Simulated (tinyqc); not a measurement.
Changing the temperature T: formation energy of a charged point defect from supercell energies. Computed by tinyqc, a small Python program. Command: `OMP_NUM_THREADS=1 python tinyqc.py 3000359 3000360 out.jsonl formation sweep`. One thread of a shared host (Intel(R) Xeon(R) Processor @ 2.30GHz), about 0.01 s of CPU time with the checks.

The host is a compound AB. Making the defect adds n_A = -1, n_B = 0 atoms to the cell. All total energies are inputs. E_F is counted from the valence-band maximum (VBM); x = 0 is A-rich and x = 1 B-rich growth.

Inputs (values chosen for the exercise, for a model compound AB):
```
quantity,value,unit
gap E_g,2.63,eV
E_VBM of the host cell,1.355,eV
potential alignment dV,0.012,eV
dielectric constant eps,9.92,-
cell length L,12.1,angstrom
mu_A of the pure element,-3.104,eV
formation enthalpy dH of AB,-1.45,eV
growth condition x,0.67,-
Fermi level E_F,1.99,eV
site density N_s,4e+22,cm^-3
```

Defect: vacancy of A. Supercell lattice: fcc.

charge states q: [2, 1, 0]

E(defect, q) - E(host), in the order of q (eV): [-0.186, 2.751, 5.563]

Constants: e^2/(4 pi eps_0) = 14.39964548 eV angstrom; k_B = 8.617333262e-05 eV/K.

Method:
- dmu_A = x dH and dmu_B = (1 - x) dH, so that dmu_A + dmu_B = dH; mu = mu(element) + dmu.
- The reservoir term is sum n_i mu_i.
- Image-charge correction of a point charge in a neutralising background: E_corr = q^2 alpha e^2/(4 pi eps_0) / (2 eps L), alpha = 2.888282 for a fcc array with L the cube root of the volume.
- E_f(q, E_F) = [E(defect, q) - E(host)] - sum n_i mu_i + q (E_VBM + dV + E_F) + E_corr(q).
- E_f(q, E_F) = E_f(q, 0) + q E_F.
- c_q = N_s exp(-E_f(q, E_F)/k_B T), with all degeneracy factors one and no vibrational entropy.

One run for each value:
```
temperature T (K),total concentration (cm^-3),mean charge (e)
500,4.0618e+07,5.7596e-08
643,8.7733e+10,2.3466e-06
786,1.1596e+13,2.4811e-05
1070,3.9446e+15,4.1387e-04
1210,2.5522e+16,1.0188e-03
1360,1.2324e+17,2.1763e-03
1500,4.0360e+17,3.8524e-03
```

Give the missing row, temperature T (K) = 929.

Computed row:
```
temperature T (K)  total concentration (cm^-3)  mean charge (e)
929                                 3.4080e+14       1.2691e-04
```

Interpolating between the two neighbouring rows (linearly) misses most in total concentration (cm^-3), by a factor of 5.8. Over the rows, total concentration (cm^-3) rises from 4.06e7 to 4.04e17 (exponent d ln y / d ln x 31 between the first rows and 12 between the last); mean charge (e) rises from 5.76e-8 to 0.00385 (exponent d ln y / d ln x 15 between the first rows and 5.8 between the last). A line through ln c against 1/(k_B T) has slope -1.488 eV, minus the formation energy averaged over the charge states present.

Caution (all rows): the largest image-charge correction in these energies, q^2 alpha e^2/(8 pi eps_0 eps L) with alpha = 2.888282, exceeds a quarter of the gap; the point-charge term alone is then a rough estimate, usually too large for a charge that is spread out. Caution (all rows): E_f at E_F = 0 is negative for at least one charge state, so in equilibrium E_F cannot reach the valence-band maximum.

Extremes, crossings and ranges named in words are read from the listed rows.
